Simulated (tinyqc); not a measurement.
Trap density from swing and capacitance.

Inverse problem. In an MOS structure at one bias the subthreshold swing is S = Vt ln 10 (1 + (Cd + q Dit)/Cox) and 1/C_HF = 1/Cox + 1/Cd, Cox = 3.9 eps0/EOT. Find Cd and Dit.

Values chosen for this exercise:

| symbol | value | unit | meaning |
|---|---|---|---|
| T | 300 | K | temperature |
| EOT | 5.4 | nm | equivalent oxide thickness |

Constants: q = 1.602176634e-19 C, kB = 1.380649e-23 J/K, Vt = kB T/q, eps0 = 8.8541878128e-14 F/cm where lengths are in cm. Results are converted to the units shown.

S = 71.077936 mV/decade
C_HF = 76.516536 nF/cm^2

Solution. C_HF gives Cd, and the swing gives Cd + q Dit.

Cd = 86.92 nF/cm^2
Dit = 2.320e11 cm^-2 eV^-1

Program tinyqc, `OMP_NUM_THREADS=1 python tinyqc.py 2030069 2030070 out.jsonl`; Intel Xeon 2.30GHz, shared host, one thread, about 0.01 s.
